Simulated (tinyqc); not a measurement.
Read current of a NAND string, cells in series solved by shooting: one step of the calculation.

Cells in series, numbered from 0 at the source line (0 V) to the bit line, each followed by a gap resistance Rg. A cell with gate Vg, threshold VT, source Vs and drain Vd passes I = 2 nf K Vt^2 [F(Vs) - F(Vd)]/(1 + th max(Vg - VT, 0)), F(V) = ln^2(1 + exp((Vg - VT - nf V)/(2 nf Vt))). The selected cell has Vg = Vr, the others Vg = Vp.

Task. Node voltages for a trial current. For a trial current I start at 0 V and, cell by cell (the selected one is cell 3), solve for the drain: sqrt(F(Vd)) = sqrt(F(Vs) - I/k), k = 2 nf K Vt^2/(1 + th max(Vg - VT, 0)), Vd = [Vg - VT - 2 nf Vt ln(exp(sqrt F) - 1)]/nf, then add I Rg.

Inputs (values chosen for the exercise); values of the order met in vertical NAND strings: temperature T = 300 K; gain factor of a cell K = 27 uA/V^2; slope factor nf = 2.2; mobility reduction factor th = 0.09 1/V; resistance of the gap between cells Rg = 9 kohm; bit-line voltage Vbl = 0.7 V; pass voltage Vp = 5.9 V; read voltage on the selected word line Vr = 3.08 V.

Constants: q = 1.602176634e-19 C, kB = 1.380649e-23 J/K, Vt = kB T/q. Results are converted to the units shown.

first trial current = 2.1 uA
thresholds from the source end, cell 0 to 3 (V): 4  4  4  1.3

Wanted: node voltage after each cell and gap, trial 1.

Result.

node voltage after each cell and gap, trial 1, cell 0 to 3 (V): 0.06825  0.1410  0.2197  0.3129

Program tinyqc, `OMP_NUM_THREADS=1 python tinyqc.py 2142114 2142115 out.jsonl`; Intel Xeon 2.30GHz, shared host, one thread, about 1 s.
